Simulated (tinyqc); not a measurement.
Pariser-Parr-Pople SCF with singles CI, for the molecule O=NC1=CC=C2C=CC=C21 (SMILES; centres numbered as the heavy atoms are written), step by step. Computed by tinyqc, a small Python program that keeps every step. Settings: charge = 0, gamma = Ohno, start = huckel, damping = 0.5, iteration cap = 73, excitations kept = 6. Command: `OMP_NUM_THREADS=1 python tinyqc.py 20300 20301 out.jsonl` (the two numbers bound the seeds that draw the settings). One thread of a shared host (Intel(R) Xeon(R) Processor @ 2.60GHz), about 0.02 s of CPU time with the checks.

Centres (angstrom, eV; a flat drawing with bonds scaled to 1.40 angstrom):
```
centre        x        y  core charge z        W  gamma_rr
1O      -2.5540   1.5010              1  15.9900   14.0800
2N      -2.3960   0.1100              1  16.0000   11.6100
3C      -1.1120  -0.4480              1  12.2500   12.1700
4C      -0.8090  -1.8150              1  12.2500   12.1700
5C       0.5850  -1.9490              1  12.2500   12.1700
6C       1.1430  -0.6650              1  12.2500   12.1700
7C       2.3490   0.0460              1  12.2500   12.1700
8C       2.0460   1.4120              1  12.2500   12.1700
9C       0.6520   1.5460              1  12.2500   12.1700
10C      0.0940   0.2620              1  12.2500   12.1700
```

Resonance integrals (eV):
```
i    j     beta
1    2  -2.4300
2    3  -2.4300
3    4  -2.3900
4    5  -2.3900
5    6  -2.3900
6    7  -2.3900
7    8  -2.3900
8    9  -2.3900
9   10  -2.3900
10   3  -2.3900
10   6  -2.3900
```

Stop when output and input P, before any damping, agree to 1e-7.

Course of the cycle:
```
iteration       E (eV)  largest |P(out) - P(in)|
1          -147.671328                  1.85e-01
2          -148.054822                  1.10e-01
3          -148.285977                  6.57e-02
4          -148.419128                  3.98e-02
5          -148.493750                  2.43e-02
6          -148.534829                  1.50e-02
7          -148.557171                  9.82e-03
8          -148.569223                  7.19e-03
9          -148.575689                  5.28e-03
10         -148.579149                  3.88e-03
11         -148.580998                  2.86e-03
...                ...                       ...
63         -148.583330                  1.79e-04
64         -148.583332                  1.76e-04
65         -148.583333                  1.72e-04
66         -148.583334                  1.69e-04
67         -148.583335                  1.65e-04
68         -148.583336                  1.62e-04
69         -148.583337                  1.59e-04
70         -148.583338                  1.55e-04
71         -148.583339                  1.52e-04
72         -148.583340                  1.49e-04
73         -148.583341                  1.46e-04
```

Can the last value be used, and what does the course show?

Not by the stop rule, although the second column moves by less than 1e-05 over the last three steps. Not converged within 73 iterations: the residual falls steadily but slowly, by a factor of about 0.98 a step. Reruns (cap 100 unless said): damping 0: not converged; the original settings with a cap of 400: not converged.
